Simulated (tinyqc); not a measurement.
Straight dislocations in isotropic elasticity: fields, energies, partials, Peierls stress and walls: one step, computed by the program tinyqc. Command: `OMP_NUM_THREADS=1 python tinyqc.py 3002110 3002111 out.jsonl disloc walk`. One thread of a shared host (Intel(R) Xeon(R) Processor @ 2.30GHz), about 0.01 s of CPU time with the checks.

The line runs along z, the glide plane is y = 0, and beta is the angle between b and the line (0 screw, 90 degrees edge): b_e = b sin(beta) along +x with the extra half plane at y > 0, b_s = b cos(beta). Stress is positive in tension.

Question. Force on a second, equal dislocation at that point; binding of a solute. Peach-Koehler force per length on a parallel dislocation with the same b: in the glide plane F_x = s_xy b_e + s_yz b_s, normal to it F_y = -(s_xx b_e + s_xz b_s), which drives climb of the edge part or cross-slip of a screw. A solute with misfit volume dV has the energy p dV, and its dilute concentration is scaled by exp(-p dV/(k_B T)).

Inputs (values chosen for the exercise, modelled on gold): Burgers vector b = 2.884 angstrom; misfit volume of a solute dV = 5.5 angstrom^3; temperature T = 350 K.

Character: edge.

stress (MPa), rows x, y, z:
```
[[294.1165, -66.7854, 0.0000],
 [-66.7854, 171.1376, 0.0000],
 [0.0000, 0.0000, 200.9898]]
```

pressure p = -222.0813 MPa

Constants: 1 eV/angstrom^3 = 160.2176634 GPa; k_B = 8.617333262e-05 eV/K.

Give: glide force F_x; normal force F_y; solute energy; concentration ratio.

Answer.

glide force F_x = -19.261 mN/m

normal force F_y = -84.823 mN/m

solute energy = -7.6237 meV

concentration ratio = 1.2876
